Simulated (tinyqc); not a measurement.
Comparisons within one model: configuration-coordinate model of carrier capture at a defect. A value that a table varies takes the place of the one given here.

Two parabolas of equal curvature k in one coordinate Q: with the carrier free at the band edge, U_f = k Q^2/2; with the carrier trapped, U_t = k (Q - dQ)^2/2 - ET. ER = k dQ^2/2, Huang-Rhys factor S = ER/hw, hw = 0.0646541 sqrt(k/M) eV for k in eV/angstrom^2 and M in u. The curves cross at a height Eb = (ER - ET)^2/(4 ER) above the free minimum.

Multiphonon factor for giving p = ET/hw phonons to the lattice: W = exp(-S (2 nb + 1)) ((nb + 1)/nb)^(p/2) I_p(x), nb = 1/(exp(hw/kT) - 1), x = 2 S sqrt(nb (nb + 1)), I_p the modified Bessel function. Classical limit: W = hw exp(-Eb/kT)/sqrt(4 pi ER kT). At T = 0: exp(-S) S^p/Gamma(p + 1).

Constants: kB = 8.617333262e-05 eV/K.

Parameters, chosen for this exercise (of the size met at a DX centre in AlGaAs; shifted at random, so the results belong to these values and not to a real crystal): ET = 0.17 eV (thermal depth of the level below the band edge); ER = 0.7 eV (relaxation energy); hw = 0.012 eV (phonon energy of the mode); T = 77 K (temperature).

## Capture against temperature

The local activation energy is -d ln W/d(1/kT), by central differences with T changed by 1 %.

Against T:

| T (K) | kT/hw | log10 W | log10 W, classical | activation energy (eV) |
|---|---|---|---|---|
| 40 | 0.287 | -10.160 | -13.802 | 0.0292 |
| 60 | 0.431 | -8.385 | -9.676 | 0.0565 |
| 80 | 0.574 | -7.046 | -7.632 | 0.0709 |
| 120 | 0.862 | -5.428 | -5.614 | 0.0825 |
| 160 | 1.149 | -4.541 | -4.623 | 0.0860 |
| 220 | 1.580 | -3.798 | -3.830 | 0.0868 |
| 300 | 2.154 | -3.271 | -3.285 | 0.0851 |
| 400 | 2.872 | -2.920 | -2.926 | 0.0818 |
| 550 | 3.950 | -2.648 | -2.650 | 0.0759 |

log10 W at T = 0 = -11.451
Eb = 0.1003 eV

At 40 K log10 W is -10.16, against -11.45 at T = 0 and -13.8 classically; at 550 K the two forms differ by 0.00. The activation energy read from an Arrhenius plot goes from 0.029 eV at 40 K to 0.076 at 550 K, with its largest value 0.087 at 220 K, against Eb = 0.100 eV; the classical form itself gives Eb - kT/2. A measured slope therefore understates the barrier.

## Capture against depth of the level

ET is varied at fixed ER, hw and T, as by moving the band edge with alloying or pressure.

Against ET:

| ET/ER | ET (eV) | Eb (eV) | log10 W | log10 W, classical |
|---|---|---|---|---|
| 0.10 | 0.070 | 0.1417 | -9.848 | -10.582 |
| 0.25 | 0.175 | 0.0984 | -7.100 | -7.747 |
| 0.50 | 0.350 | 0.0437 | -3.781 | -4.167 |
| 0.75 | 0.525 | 0.0109 | -1.920 | -2.020 |
| 1.00 | 0.700 | 0.0000 | -1.354 | -1.304 |
| 1.25 | 0.875 | 0.0109 | -1.927 | -2.020 |
| 1.50 | 1.050 | 0.0437 | -3.501 | -4.167 |
| 2.00 | 1.400 | 0.1750 | -9.215 | -12.758 |
| 3.00 | 2.100 | 0.7000 | -28.733 | -47.120 |

Capture is fastest at ET/ER = 1 among these rows, where the barrier vanishes or nearly so. The classical form is symmetric about ET = ER; the quantum one gives -3.78 at 0.5 and -3.50 at 1.5, against -4.17 for both. At ET = 3 ER it lies 18.4 decades above the classical value: deep levels capture by emitting many phonons, and the rate falls with depth by 27.9 decades per eV between the last two rows. Rows deeper than the gap of the host are formal.

## What each parameter does

Eb, log10 W and the full width 2.35482 sqrt(ER hw coth(hw/2kT)). Each row changes one parameter from the base and keeps the others.

Results:

| case | Eb (eV) | log10 W | full width (eV) |
|---|---|---|---|
| base | 0.1003 | -7.217 | 0.2546 |
| ET = 0.21 eV | 0.0858 | -6.312 | 0.2546 |
| ER = 0.75 eV | 0.1121 | -7.948 | 0.2636 |
| hw = 0.0144 eV | 0.1003 | -6.887 | 0.2651 |
| T = 107 K | 0.1003 | -5.843 | 0.2853 |

The largest shifts from the base row, up to three for each result and ties (the steps differ in size, so this ranks the rows, not the parameters). Eb (eV): ET -0.0146, ER +0.0118; unchanged at the printed digits by hw and T. log10 W: T +1.375, ET +0.905, ER -0.730. full width (eV): T +0.0307, hw +0.0105, ER +0.0089; unchanged at the printed digits by ET.

Program tinyqc; command `OMP_NUM_THREADS=1 python tinyqc.py 1451932 1451933 out.jsonl`; about 0.01 s on one thread of a shared Intel(R) Xeon(R) Processor @ 2.30GHz.
